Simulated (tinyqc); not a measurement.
Inside a calculation. Method: bound state in one dimension: Numerov shooting, finite differences, DVR. Computed by tinyqc, a small Python program that keeps every step. Settings: points = 96. Command: `OMP_NUM_THREADS=1 python tinyqc.py 29653 29654 out.jsonl` (the two numbers bound the seeds that draw the settings). One thread of a shared host (Intel(R) Xeon(R) Processor @ 2.60GHz), about 0.01 s of CPU time with the checks.

## Numerov steps at E = -6.02

One particle of mass 1 in V = -6.14 exp(-x^2/1.73^2) (atomic units), psi = 0 at both ends:
```
parameter                value
left end                    -7
right end                    7
intervals                   96
h                     0.145833
state sought (nodes)         1
```

k_i = 2 m (E - V_i); (1 + h^2 k_(i+1)/12) y_(i+1) = 2 (1 - 5 h^2 k_i/12) y_i - (1 + h^2 k_(i-1)/12) y_(i-1), from y_0 = 0, y_1 = 0.001.

Points along the way:
```
i           x          V           k             y
0   -7.000000  -4.76e-07  -12.039999      0.000000
1   -6.854167  -9.35e-07  -12.039998      0.001000
2   -6.708333  -1.81e-06  -12.039996      0.002262
3   -6.562500  -3.46e-06  -12.039993      0.004115
4   -6.416667  -0.000007  -12.039987      0.007045
5   -6.270833  -0.000012  -12.039976      0.011818
32  -2.333333  -0.995714  -10.048572   9057.163039
33  -2.187500  -1.241088   -9.557823  14445.976529
34  -2.041667  -1.525101   -8.989797  22806.474895
35  -1.895833  -1.847662   -8.344675  35571.371878
36  -1.750000  -2.206858   -7.626284  54699.633447
37  -1.604167  -2.598687   -6.842626  82750.639099
```

## Bisection on the node count

With more sign changes than the state has nodes (the last point included) the energy is too high, else too low; the bracket starts as -6.02 to -0.05.

Trials:
```
trial            E  sign changes  y at the right end   next
1      -3.03500000             2            1.41e+08  lower
2      -4.52750000             1           -3.50e+11  raise
3      -3.78125000             1           -5.86e+09  raise
4      -3.40812500             2            5.14e+07  lower
5      -3.59468750             1           -1.15e+09  raise
6      -3.50140625             1           -3.24e+08  raise
7      -3.45476562             1           -9.56e+07  raise
8      -3.43144531             1           -1.36e+07  raise
9      -3.41978516             2            2.09e+07  lower
10     -3.42561523             2            4.15e+06  lower
11     -3.42853027             1           -4.58e+06  raise
12     -3.42707275             1           -1.82e+05  raise
13     -3.42634399             2            1.99e+06  lower
14     -3.42670837             2            9.07e+05  lower
...            ...           ...                 ...    ...
28     -3.42701184             1           -3.44e+00  raise
29     -3.42701183             2            2.99e+01  lower
30     -3.42701183             2            1.32e+01  lower
```

eigenvalue = -3.42701183 hartree

## The same grid by other methods

Three-point finite differences and the sine-DVR kinetic matrix of Colbert and Miller on the same points.

Lowest levels (hartree):
```
state  finite differences        DVR
0               -5.192402  -5.190197
1               -3.435863  -3.426953
2               -1.970327  -1.953191
3               -0.835332  -0.814558
```
